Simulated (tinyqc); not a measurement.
Surface potential of a MOS transistor: implicit equation and explicit approximations: two steps of the calculation.

p-type body, charge-sheet picture, depletion and inversion only, full ionisation (an idealisation for deep acceptors), Boltzmann statistics (rough once Na exp(x - xn) passes about Nc/7). In units of Vt: xg = (Vg - Vfb)/Vt, x = psi/Vt, G = gamma/sqrt(Vt), xn = (2 phiF + Vc)/Vt. The implicit equation is (xg - x)^2 = G^2 [x - 1 + exp(x - xn)] for x above about 3. Cox = eps0 eox/tox.

Inputs (values chosen for the exercise); band and dielectric values close to those of silicon: temperature T = 350 K; band gap Eg = 1.11 eV; relative permittivity eps_r = 11.9; conduction-band density of states at T Nc = 3.53e19 cm^-3; valence-band density of states at T Nv = 3.34e19 cm^-3; relative permittivity of the gate insulator (close to silicon dioxide) eox = 3.9; insulator thickness tox = 1.2 nm; acceptor density Na = 1.8e16 cm^-3; flat-band voltage Vfb = -0.84 V; channel-body voltage Vc = 0.5 V; gate-body voltage Vg = 1.07 V.

Constants: q = 1.602176634e-19 C, kB = 1.380649e-23 J/K, Vt = kB T/q, eps0 = 8.8541878128e-14 F/cm where lengths are in cm. Results are converted to the units shown.

Task 1. Scales. ni = sqrt(Nc Nv) exp(-Eg/(2 Vt)), Eg in volts; phiF = Vt ln(Na/ni); gamma = sqrt(2 q eps0 eps_r Na)/Cox; VT = Vfb + Vt (xn + G sqrt(xn - 1)).

Wanted: phiF; gamma; G; xn; VT; xg.

Result 1.

phiF = 0.3272 V
gamma = 0.02709 V^0.5
G = 0.1560
xn = 38.27
VT = 0.3431 V
xg = 63.33

Task 2. New x. D = exp(x - xn), f = (xg - x)^2 - G^2 (x - 1 + D), f' = -2 (xg - x) - G^2 (1 + D), x(new) = x - f/f'.

x at the start = 48.43
G = 0.15599179
xn = 38.273577
xg = 63.327513

Find: D; f; f'; x after iteration 1.

Result 2.

D = 25756
f = -405.95
f' = -656.55
x after iteration 1 = 47.812

Program tinyqc, `OMP_NUM_THREADS=1 python tinyqc.py 2122197 2122198 out.jsonl`; Intel Xeon 2.30GHz, shared host, one thread, about 0.01 s.
